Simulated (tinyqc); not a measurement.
# Minority-electron transport through the base of a bipolar transistor (Moll-Ross and Kroemer integrals), step by step

A worked calculation. Computed by tinyqc, a small Python program that keeps every step. Command: `OMP_NUM_THREADS=1 python tinyqc.py 3018105 3018106 out.jsonl base walk`. One thread of a shared host (Intel(R) Xeon(R) Processor @ 2.30GHz), about 0.01 s of CPU time with the checks. Intermediate numbers are printed to about 7 digits and carried at full precision; extremes and crossings named in words are read from the listed rows.

Low injection, one dimension, x from the emitter edge (0) to the collector edge (W), s = x/W. Recombination is treated as a small correction (valid for tau_B well below tau_n), computed from the stored charge.

Inputs (values chosen for the exercise, modelled on InP):

| quantity | value | unit |
|---|---|---|
| intrinsic density n_i at the emitter edge | 1.3e+07 | 1/cm^3 |
| base doping at the emitter edge N_0 | 6.8e+17 | 1/cm^3 |
| base width W | 300 | nm |
| mu_min | 830 | cm^2/(V s) |
| mu_max | 4520 | cm^2/(V s) |
| N_ref | 1.7e+17 | 1/cm^3 |
| saturation velocity v_s | 1 | 1e7 cm/s |
| electron lifetime tau_n | 73 | ns |
| emitter Gummel number G_E | 5.9e+13 | s/cm^4 |
| base-emitter voltage V_BE | 0.79 | V |
| temperature T | 300 | K |
| gap narrowing across the base dE_g | 70 | meV |

Base doping profile: uniform. Gap grading: linear. Exit of the base: infinite sink.

Constants: k_B = 8.617333262e-05 eV/K; e = 1.602176634e-19 C.

## Profile and built-in field

N(x) = N_0; n_i(x)^2 = n_i^2 exp(s dE_g/k_B T); D(x) = (k_B T/e) mu, mu = mu_min + (mu_max - mu_min)/(1 + (N/N_ref)^0.7). Field that drives electrons towards the collector, averaged over the base: (k_B T/e) ln[N_0 n_i(W)^2/(N(W) n_i^2)]/W.

Across the base:

| s | N (1/cm^3) | n_i(x)^2/n_i^2 | D (cm^2/s) | y (s/cm^5) |
|---|---|---|---|---|
| 0.0 | 6.80e+17 | 1.00000 | 47.67136 | 1.426433e+16 |
| 0.2 | 6.80e+17 | 1.71866 | 47.67136 | 8.299688e+15 |
| 0.4 | 6.80e+17 | 2.95379 | 47.67136 | 4.829166e+15 |
| 0.6 | 6.80e+17 | 5.07655 | 47.67136 | 2.809846e+15 |
| 0.8 | 6.80e+17 | 8.72486 | 47.67136 | 1.634906e+15 |
| 1.0 | 6.80e+17 | 14.99506 | 47.67136 | 9.512686e+14 |

drift factor eta (potential drop in k_B T/e) = 2.707721

mean built-in field = 2.333333 kV/cm

## Collector current and transit time

With y(x) = N n_i^2/(D n_i(x)^2): base Gummel number G_B = int_0^W y dx; J_C = e n_i^2 exp(e V_BE/k_B T)/G_B; n(x) = (J_C/e)(n_i(x)^2/(N n_i^2)) [int_x^W y dx]; transit time tau_B = (e/J_C) int n dx; trapezoid rule on 401 even points.

base Gummel number G_B = 1.475017e+11 s/cm^4

collector current density J_C = 0.003429383 A/cm^2

base transit time tau_B = 4.569112 ps

share of the exit term in G_B = 0 %

mean velocity W/tau_B = 0.6565827 1e7 cm/s

Plain diffusion with the D of the emitter edge would take W^2/(2D) = 9.44 ps, 2.07 times the result.

## Gain and speed

Emitter-limited gain beta_E = G_E/G_B; recombination-limited gain beta_R = tau_n/tau_B; 1/beta = 1/beta_E + 1/beta_R; f_T from the base alone = 1/(2 pi tau_B).

beta_E = 399.9954

beta_R = 15976.84

current gain beta = 390.2258

f_T from the base alone = 34.83279 GHz

The gain is limited mainly by hole injection into the emitter (98 % of the base current).

## What grading buys

The formulas are those given above.

The same base with other gradings:

| dE_g (meV) | dE_g/k_B T | G_B (s/cm^4) | J_C gain | tau_B (ps) | speed gain |
|---|---|---|---|---|---|
| 0 | 0.00000 | 4.279299e+11 | 1.00000 | 9.439631 | 1.000000 |
| 25 | 0.96704 | 2.742677e+11 | 1.56026 | 7.010255 | 1.346546 |
| 50 | 1.93409 | 1.892732e+11 | 2.26091 | 5.443911 | 1.733980 |
| 75 | 2.90113 | 1.393982e+11 | 3.06984 | 4.387738 | 2.151366 |
| 100 | 3.86817 | 1.083175e+11 | 3.95070 | 3.645302 | 2.589533 |
| 150 | 5.80226 | 7.353080e+10 | 5.81974 | 2.694731 | 3.502995 |
| 200 | 7.73635 | 5.529179e+10 | 7.73948 | 2.125090 | 4.441991 |
| 300 | 11.60452 | 3.687840e+10 | 11.60381 | 1.486790 | 6.349000 |

At 100 meV J_C rises by a factor 3.95 and the transit is 2.59 times faster; at 300 meV the factors are 11.60 and 6.35. For a uniform base without exit term both tend to be linear in dE_g/k_B T, J_C as x/(1 - exp(-x)) and the speed as x/2. From 150 meV on the mean velocity W/tau_B exceeds v_s, so those speed gains are overstated.

Checks made by the program: transit time against W^2/(D eta) [1 - (1 - exp(-eta))/eta] plus the exit term (relative difference 2e-06).
